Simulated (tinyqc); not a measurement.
Which current rules in forward bias: trap-assisted generation and recombination current of an abrupt junction. Computed by tinyqc, a small Python program. Command: `OMP_NUM_THREADS=1 python tinyqc.py 3019922 3019923 out.jsonl junctionleak walk`. One thread of a shared host (Intel(R) Xeon(R) Processor @ 2.30GHz), about 0.01 s of CPU time with the checks.

Depletion approximation, flat quasi-Fermi levels across the depleted layer, long neutral regions with minority lifetimes tau_n and tau_p, full ionisation and Boltzmann statistics. Voltages in exponents stand for e V.

Inputs (values chosen for the exercise, with bands and screening modelled on GaP):
```
quantity                              value    unit
gap E_g                                2.24      eV
electron mass m_e                     0.499     m_0
valleys M_c                               3       -
hole mass m_h                         0.792     m_0
dielectric constant eps                10.9       -
acceptor density N_A                7.6e+16   cm^-3
donor density N_D                   7.8e+18   cm^-3
capture time tau_n                  9.6e-07       s
capture time tau_p                  1.9e-09       s
trap level E_t - E_i                      0      eV
electron diffusion coefficient D_n       46  cm^2/s
hole diffusion coefficient D_p          4.9  cm^2/s
temperature T                           400       K
```

Field enhancement: none.

Constants: k_B = 8.617333262e-05 eV/K; m_0 = 9.1093837015e-31 kg; k_B = 1.380649e-23 J/K; h = 6.62607015e-34 J s; e = 1.602176634e-19 C; eps_0 = 8.8541878128e-12 F/m.

Method:
- N_c = 2 M_c (2 pi m_e k_B T/h^2)^(3/2) and N_v = 2 (2 pi m_h k_B T/h^2)^(3/2), masses in units of m_0.
- n_i = sqrt(N_c N_v) exp(-E_g/2 k_B T); V_bi = (k_B T/e) ln(N_A N_D/n_i^2); diffusion saturation current J_d0 = e n_i^2 [sqrt(D_n/tau_n)/N_A + sqrt(D_p/tau_p)/N_D].
- W = sqrt(2 eps eps_0 (V_bi - V)(1/N_A + 1/N_D)/e), x_p = W N_D/(N_A + N_D), x_n = W - x_p, peak field F_m = 2 (V_bi - V)/W; reverse bias means V = -V_r.
- Potential from the p edge: phi = (V_bi - V) x^2/(x_p W) on the p side and (V_bi - V)[1 - (W - x)^2/(x_n W)] on the n side; p = N_A exp(-phi/k_B T), n = n_i^2 exp(V/k_B T)/p; U = (n p - n_i^2)/[tau_p (n + n_i exp(dE/k_B T)) + tau_n (p + n_i exp(-dE/k_B T))], dE = E_t - E_i, n1 = n_i exp(dE/k_B T), p1 = n_i exp(-dE/k_B T); J_t = e int U dx by the trapezoid rule on 400 intervals on each side.
- J_d = J_d0 (exp(V/k_B T) - 1). Ideality n = (e/k_B T) dV/d ln J, central difference of 1 mV. The rows stop just below the bias where n = 0.1 p or tau_p n = 0.1 tau_n p at the p edge, or the like at the n edge.

k_B T = 0.0344693 eV

n_i = 258096 cm^-3

J_d0 = 1.04157e-21 A/cm^2

Forward characteristic:
```
V (V)  J_t (A/cm^2)  J_d (A/cm^2)  ideality of J_t  ideality of the sum
0.35     5.5273e-11    2.6759e-17           1.8822               1.8822
0.55     1.1165e-09    8.8589e-15           1.9496               1.9496
0.74     1.8871e-08    2.1942e-12           1.9473               1.9471
0.94     3.7386e-07    7.2638e-10           1.9380               1.9345
1.14     7.5392e-06    2.4047e-07           1.9241               1.8706
1.34     1.5633e-04    7.9606e-05           1.9015               1.4580
1.54     3.4063e-03    2.6353e-02           1.8601               1.0559
1.74     8.1206e-02    8.7241e+00           1.8052               1.0041
```

What does the comparison show, and why?

Diffusion overtakes recombination between 1.34 and 1.54 V, and the ideality of the sum goes from 1.88 to 1.00, with a maximum of 1.95 at 0.55 V. The ideality of J_t alone lies between 1.81 and 1.95; it stays below 2 because the zone where n and p are alike widens as the field falls, and at the lowest bias the terms in n1 and p1 lower it too.

Extremes, crossings and ranges named in words are read from the listed rows.
